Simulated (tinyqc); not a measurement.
Inside a calculation. Method: LCCD on RHF in the sto-3g basis, for H6, spin multiplicity 1. One step of it, computed by the program tinyqc.

Problem. Iteration 1: diagonalisation and new density. Diagonalise F' = X^T F X, C = X C', fill 3 alpha and 3 beta electrons from the bottom; D = 2 C_occ C_occ^T. Each column has its largest component positive (the first on a tie).

Fock matrix F (hartree), lower triangle:
```
           1H 1s      2H 1s      3H 1s      4H 1s      5H 1s      6H 1s
1H 1s  -0.222926
2H 1s  -0.421141  -0.252984
3H 1s  -0.087563  -0.226783  -0.255306
4H 1s  -0.022853  -0.087849  -0.427703  -0.255393
5H 1s  -0.001985  -0.009571  -0.087991  -0.227087  -0.252697
6H 1s  -0.000428  -0.001982  -0.022857  -0.087572  -0.420646  -0.222542
```

X, lower triangle:
```
           1H 1s      2H 1s      3H 1s      4H 1s      5H 1s     6H 1s
1H 1s   1.135646
2H 1s  -0.334119   1.172146
3H 1s   0.038691  -0.175362   1.175562
4H 1s  -0.009520   0.039783  -0.345132   1.175663
5H 1s   0.000981  -0.003874   0.039812  -0.175577   1.171847
6H 1s  -0.000244   0.000979  -0.009513   0.038688  -0.333579  1.135256
```

Give: F' = X^T F X; orbital energies; coefficients C; D after iteration 1.

Solution.

F' = X^T F X (hartree), lower triangle:
```
         1        2        3        4        5       6
1   0.0019
2  -0.4275   0.0305
3   0.0350  -0.2297   0.0349
4  -0.0174   0.0368  -0.4421   0.0350
5   0.0017  -0.0071   0.0368  -0.2300   0.0304
6  -0.0006   0.0017  -0.0174   0.0350  -0.4269  0.0017
```

orbital energies (hartree): MO1 -0.5442, MO2 -0.4345, MO3 -0.3028, MO4 0.2489, MO5 0.4643, MO6 0.7027

coefficients C:
```
          MO1      MO2      MO3      MO4      MO5      MO6
1H 1s  0.2126   0.3833  -0.3858  -0.5781  -0.7120  -0.4699
2H 1s  0.2912   0.4066  -0.2606   0.4092   0.7711   0.6617
3H 1s  0.3820   0.0961   0.4178   0.6141  -0.1834  -0.8914
4H 1s  0.3820  -0.0977   0.4173  -0.6133  -0.1865   0.8915
5H 1s  0.2908  -0.4062  -0.2619  -0.4111   0.7702  -0.6607
6H 1s  0.2120  -0.3825  -0.3872   0.5800  -0.7103   0.4686
```

D after iteration 1, lower triangle:
```
         1H 1s    2H 1s    3H 1s    4H 1s   5H 1s   6H 1s
1H 1s   0.6819
2H 1s   0.6366   0.6360
3H 1s  -0.0863   0.0828   0.6594
4H 1s  -0.2345  -0.0745   0.6218   0.6593
5H 1s   0.0143  -0.0244  -0.0747   0.0830  0.6362
6H 1s   0.0956   0.0143  -0.2350  -0.0863  0.6368  0.6823
```
